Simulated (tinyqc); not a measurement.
Inside a calculation. Model: straight dislocations in isotropic elasticity: fields, energies, partials, Peierls stress and walls. Computed by tinyqc, a small Python program that keeps every step. Command: `OMP_NUM_THREADS=1 python tinyqc.py 3000370 3000371 out.jsonl disloc walk`. One thread of a shared host (Intel(R) Xeon(R) Processor @ 2.30GHz), about 0.01 s of CPU time with the checks. Intermediate numbers are printed to about 6 digits and carried at full precision; extremes and crossings named in words are read from the listed rows.

The line runs along z, the glide plane is y = 0, and beta is the angle between b and the line (0 screw, 90 degrees edge): b_e = b sin(beta) along +x with the extra half plane at y > 0, b_s = b cos(beta). Stress is positive in tension.

Inputs (values chosen for the exercise, modelled on nickel):
```
quantity                          value        unit
shear modulus G                    80.8         GPa
Poisson ratio nu                  0.314           -
Burgers vector b                  2.492    angstrom
stacking-fault energy gamma         122      mJ/m^2
dislocation density rho         9.1e+09       1/m^2
core radius r0/b                    0.5           -
misfit volume of a solute dV          3  angstrom^3
temperature T                       700           K
unstable fault energy gamma_us      471      mJ/m^2
tilt angle theta                    2.4     degrees
source length l                      32          nm
```

Character: 60-degree.

field point (x, y) (nm): 1.1  1.5

Constants: 1 eV/angstrom^3 = 160.2176634 GPa; k_B = 8.617333262e-05 eV/K.

## Line energy and line tension

Energy factor K = G [cos^2(beta) + sin^2(beta)/(1 - nu)]. E = K b^2/(4 pi) ln(R/r0) with R = 1/(2 sqrt(rho)); tension T = E + d^2E/d(beta)^2 = G b^2 [1 + nu - 3 nu sin^2(beta)]/(4 pi (1 - nu)) ln(R/r0). The core energy is taken into r0.

energy factor K = 108.538 GPa

ln(R/r0) = 10.6470

line energy E = 35.6439 eV/nm

line tension T = 23.4983 eV/nm

stored energy rho E = 0.0519681 kJ/m^3

T/E = 0.66: bowing turns parts of the line towards the cheaper screw character, so it is soft.

## Stress at a point

With D = G b_e/(2 pi (1 - nu)), S = G b_s/(2 pi), r^2 = x^2 + y^2: s_xx = -D y (3x^2 + y^2)/r^4, s_yy = D y (x^2 - y^2)/r^4, s_xy = D x (x^2 - y^2)/r^4, s_zz = nu (s_xx + s_yy), s_xz = -S y/r^2, s_yz = S x/r^2. Pressure p = -trace/3.

stress (MPa):
```
          x        y         z
x  -2980.59  -386.60   -694.65
y   -386.60  -527.18    509.41
z   -694.65   509.41  -1101.44
```

pressure p = 1536.40 MPa

The point lies above the glide plane, on the compressed side.

## Force on a second, equal dislocation at that point; binding of a solute

Peach-Koehler force per length on a parallel dislocation with the same b: in the glide plane F_x = s_xy b_e + s_yz b_s, normal to it F_y = -(s_xx b_e + s_xz b_s), which drives climb of the edge part or cross-slip of a screw. A solute with misfit volume dV has the energy p dV, and its dilute concentration is scaled by exp(-p dV/(k_B T)).

glide force F_x = -19.9608 mN/m

normal force F_y = 729.805 mN/m

solute energy = 28.7684 meV

concentration ratio = 0.620692

Along x the second dislocation is attracted towards the plane x = 0, where like edge components stack into a wall. The oversized solute is depleted here.

## Splitting into partials

Shockley partials have b_p = b/sqrt(3) at the angles beta -/+ 30 degrees; their repulsion balances the fault at d = G b_p^2/(8 pi gamma) (2 - nu)/(1 - nu) [1 - 2 nu cos(2 beta)/(2 - nu)].

partial Burgers vector b_p = 1.43876 angstrom

splitting width d = 1.59035 nm

d/b = 6.38182

## Peierls-Nabarro core of the undissociated dislocation

Misfit energy gamma(u) = (gamma_us/2)(1 - cos(2 pi u/b)), so the largest restoring stress is tau_max = pi gamma_us/b; u(x) = b/2 + (b/pi) arctan(x/zeta), zeta = K b/(4 pi tau_max). Summing the misfit energy over atomic rows a' apart gives, for a wide core, W_P = (K b^2/pi) exp(-2 pi zeta/a') and sigma_P = (K b/a') exp(-2 pi zeta/a'); a' = b/2 for edge and 30-degree lines, b sqrt(3)/2 for screw and 60-degree lines.

tau_max = 5.93776 GPa

half width zeta = 3.62492 angstrom

row spacing a' = 2.15814 angstrom

Peierls barrier W_P = 0.349513 meV/nm

Peierls stress sigma_P = 3.27112 MPa

zeta/a' = 1.68 and sigma_P/G = 4.0e-5: the stress falls by a factor e for each a'/(2 pi) of half width.

## Strength from dislocations

Frank-Read source, averaged over the loop: tau = G b/(2 pi l) [(1 - nu/2)/(1 - nu)] ln(l/r0). Taylor hardening: tau = 0.3 G b sqrt(rho).

Frank-Read stress = 682.809 MPa

Taylor stress = 0.576237 MPa

Of the source, forest and Peierls stresses the largest here is the source stress.

## Low-angle tilt boundary

A symmetric tilt wall of edge dislocations has the spacing h = b/(2 sin(theta/2)); Read-Shockley: gamma_b = E0 theta (A - ln theta), E0 = G b/(4 pi (1 - nu)), A = 1 + ln(b/(2 pi r0)), theta in radians.

spacing h = 5.94965 nm

boundary energy = 296.261 mJ/m^2

angle of the maximum, exp(A - 1) = 18.2378 degrees

## Character of the line

E = K b^2/(4 pi) ln(R/r0); T = G b^2 [1 + nu - 3 nu sin^2(beta)]/(4 pi (1 - nu)) ln(R/r0).

From screw to edge:
```
beta (degrees)  K (GPa)  E (eV/nm)  T (eV/nm)   d (nm)
0                80.800    26.5347    50.8259  0.84129
15               83.277    27.3483    48.3851  0.90820
30               90.046    29.5711    41.7167  1.09098
45               99.292    32.6075    32.6075  1.34066
60              108.538    35.6439    23.4983  1.59035
75              115.307    37.8667    16.8299  1.77313
90              117.784    38.6803    14.3891  1.84003
```

The edge costs 1/(1 - nu) = 1.458 times the screw in energy, yet its tension is only (1 - 2 nu)/(1 + nu) = 0.283 of the screw value, so loops under stress are elongated along b. The edge splits 2.19 times as widely, (2 + nu)/(2 - 3 nu), since there the larger, edge parts of the partials repel with the factor 1/(1 - nu) and the small screw parts attract, while in the screw the roles are exchanged.

Checks made by the program: zero divergence of the stress field, by differences and relative to the size of its gradient (relative difference 1e-10); splitting against the force between the two partials (relative difference below 1e-10).
